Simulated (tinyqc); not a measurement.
Inside a calculation. Model: band bending at a free surface with one surface level, surface photovoltage and Kelvin probe.

tinyqc, about 0.02 s, one thread, Intel Xeon 2.30GHz (shared host): `OMP_NUM_THREADS=1 python tinyqc.py 2430134 2430135 out.jsonl` Printed values are rounded.

n-type bulk, xi = Ec - EF = Vt ln(Nc/Nd), p0 = ni^2/Nd, ni = sqrt(Nc Nv) exp(-Eg/(2 Vt)), Eg in volts. b is the upward band bending, u = b/Vt. Space charge per area, in units of q: Qc = sign(b) sqrt((2 eps0 eps_r Vt/q) [(Nd + dn)(exp(-u) - 1) + Nd u + (p0 + dn)(exp(u) - 1)]), with dn the excess density under light (flat quasi-Fermi levels; 0 in the dark). The level holds -Ns f, f = 1/(1 + exp((xi + b - Es)/Vt)). Neutrality: Qc + Qf + (charge of the states) = 0.

Inputs (values chosen for the exercise); band and dielectric values close to those of silicon: temperature T = 300 K; band gap Eg = 1.13 eV; relative permittivity eps_r = 11.7; conduction-band density of states at T Nc = 2.82e19 cm^-3; valence-band density of states at T Nv = 2.64e19 cm^-3; electron affinity chi = 3.97 eV; donor density Nd = 2.8e15 cm^-3; fixed positive charge at the surface Qf = 2.6e11 cm^-2; work function of the probe tip pt = 4.86 eV; density of an acceptor-like surface level Ns = 3.8e12 cm^-2; its depth below the conduction edge Es = 0.62 eV; excess carrier density under light dn = 5.6e12 cm^-3.

Constants: q = 1.602176634e-19 C, kB = 1.380649e-23 J/K, Vt = kB T/q, eps0 = 8.8541878128e-14 F/cm where lengths are in cm. Results are converted to the units shown.

## Bulk quantities

xi, ni, p0, the Debye length sqrt(eps0 eps_r Vt/(q Nd)) and the flat-band work function chi + xi.

xi = 0.238290 eV
ni = 8.79720e9 cm^-3
p0 = 27639.5 cm^-3
Debye length = 77.2645 nm
chi + xi = 4.20829 eV

## Charges against band bending

b, point 0 to 6 (V): [0.132, 0.219, 0.307, 0.395, 0.482, 0.57, 0.658]

Evaluate Qc, the surface charge Qf - Ns f and their sum in the dark; the root lies where the sum changes sign.

```
point  Qc (cm^-2)  surface charge (cm^-2)  sum (cm^-2)
0      6.20415e10             -3.53976e12  -3.47772e12
1      8.36291e10             -3.53299e12  -3.44936e12
2      1.00896e11             -3.33991e12  -3.23902e12
3      1.15613e11             -1.16211e12  -1.04650e12
4      1.28521e11              1.83068e11   3.11589e11
5      1.40491e11              2.57392e11   3.97882e11
6      1.54711e11              2.59913e11   4.14624e11
```

The sum rises steadily with b, so there is one root; bisection gives b = 0.43835 V.

## Work function and Kelvin-probe reading

converged b = 0.438346 V

Work function chi + xi + b; contact potential difference CPD = (work function of the sample) - pt. Depth of EF below Ec at the surface: xi + b. Depletion width Qc/Nd.

xi + b = 0.676636 eV
Qc = 1.22213e11 cm^-2
Qc/Nd = 436.476 nm
work function = 4.64664 eV
CPD = -213.364 mV

The level is 10.1 % filled: the Fermi level is pinned at it.

## Surface photovoltage

Under chopped light the surface charge keeps its dark value, so b falls to bL with Qc(bL, dn) = Qc(b, 0); the photovoltage is b - bL. Qc rises with b, so bL follows by bisection.

bL = 0.216270 V
photovoltage = 222.076 mV
share of b removed = 50.6622 %
excess holes at the surface, dn exp(bL/Vt) = 2.40640e16 cm^-3
